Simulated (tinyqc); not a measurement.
Gupta-type many-body potential for a metal: one step, computed by the program tinyqc. Command: `OMP_NUM_THREADS=1 python tinyqc.py 3016125 3016126 out.jsonl gupta walk`. One thread of a shared host (Intel(R) Xeon(R) Processor @ 2.30GHz), about 0.01 s of CPU time with the checks.

E_i = sum_j A exp(-p (r_ij/r0 - 1)) - xi rho_i^gamma, with rho_i = sum_j exp(-2 q (r_ij/r0 - 1)); gamma = 1/2 is the tight-binding second-moment form. The crystal is fcc unless stated; d is the neighbour distance and a fixed number of shells is kept.

Problem. Equilibrium of the fcc crystal. fcc shells: d sqrt(k), k = 1..5, with 12, 6, 24, 12, 24 atoms; Omega = d^3/sqrt2. Equilibrium: dE/dd = 0; B = d^2 E''(d)/(9 Omega).

Inputs (values chosen for the exercise, modelled on aluminium):
```
quantity,value,unit
repulsion A,0.117,eV
hopping xi,1.29,eV
decay p,8.53,-
decay q,2.53,-
reference distance r0,2.864,angstrom
shells kept,3,-
embedding exponent gamma,0.5,-
```

Constants: 1 eV/angstrom^3 = 160.2176634 GPa.

Give: neighbour distance d; lattice constant; cohesive energy E_c; bulk modulus B.

Solution.

neighbour distance d = 2.8533 angstrom

lattice constant = 4.0352 angstrom

cohesive energy E_c = 3.2801 eV

bulk modulus B = 79.644 GPa
